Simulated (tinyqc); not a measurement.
Worked calculation: harmonic frequencies on the UHF/3-21g surface (energies and gradients from PySCF), for H2+, spin multiplicity 2. One step of it, computed by the program tinyqc.

Question. One row of the Hessian: 1Hz. Displace 1Hz by +/-0.01 bohr; H(k, :) = (g(+) - g(-)) / (2 delta).

optimised positions (bohr):
```
           x         y          z
1H  0.000000  0.000000  -0.264547
2H  0.000000  0.000000   1.729085
```

gradient at +delta (hartree/bohr):
```
             x           y            z
1H  0.00000000  0.00000000   0.00083879
2H  0.00000000  0.00000000  -0.00083879
```

gradient at -delta (hartree/bohr):
```
             x           y            z
1H  0.00000000  0.00000000  -0.00079721
2H  0.00000000  0.00000000   0.00079721
```

Give: row of the Hessian.

Answer.

row of the Hessian (hartree/bohr^2): 1Hx 0.000000, 1Hy 0.000000, 1Hz 0.081800, 2Hx 0.000000, 2Hy 0.000000, 2Hz -0.081800
